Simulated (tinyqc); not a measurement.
## Thermal resistances of a two-die stack

Problem. Heat leaves through the lower die only, and the system is linear. Find the resistance R1 from the lower die to the coolant, R2 between the dies, and the rise of the upper die when both are powered.

Inputs (values chosen for the exercise):
- P1 = 39 W (power of the lower die)
- P2 = 7 W (power of the upper die)

rises of the lower and upper die with only the lower one powered (K): [10.14, 10.14]
rises of the lower and upper die with only the upper one powered (K): [1.82, 2.45]

Answer. With only the lower die powered no heat crosses R2, so both dies rise by P1 R1; the difference in the second test is P2 R2; rises add.

R1 = 0.2600 K/W
R2 = 0.09000 K/W
rise of the upper die = 12.59 K

Numbers from tinyqc (`OMP_NUM_THREADS=1 python tinyqc.py 2162194 2162195 out.jsonl`; about 0.04 s on one thread of a shared Intel Xeon 2.30GHz).
